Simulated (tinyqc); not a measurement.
Electromigration in a confined line: Blech product, Korhonen stress evolution and Black's law: one step, computed by the program tinyqc. Command: `OMP_NUM_THREADS=1 python tinyqc.py 3029431 3029432 out.jsonl emigr walk`. One thread of a shared host (Intel(R) Xeon(R) Processor @ 2.30GHz), about 0.01 s of CPU time with the checks.

The electron wind pushes atoms from the cathode (x = 0) to the anode (x = L); blocking ends build a back stress (tension positive). The input rho is taken not to change with temperature. d sigma/dt = d/dx [kappa (d sigma/dx + G)], with zero flux at both ends and sigma = sigma_0 at t = 0.

Problem. Extrapolation by Black's law. Median life t50 = A j^(-n) exp(E/(k_B T)); acceleration factor = t50(use)/t50(test) = (j/j_u)^n exp[(E/k_B)(1/T_u - 1/T)]. Temperatures in kelvin are T(C) + 273.15.

Inputs (values chosen for the exercise, close to those used for copper lines):

| quantity | value | unit |
|---|---|---|
| activation energy E | 0.832 | eV |
| current density j | 2.1 | MA/cm^2 |
| test temperature T | 270 | C |
| use temperature T_u | 110 | C |
| use current density j_u | 1.8 | MA/cm^2 |
| current exponent n | 1.5 | - |

Start: thermal stress.

Constants: k_B = 8.617333262e-05 eV/K.

Give: current factor; temperature factor; acceleration factor.

Solution.

current factor = 1.2601

temperature factor = 1674.1

acceleration factor = 2109.6
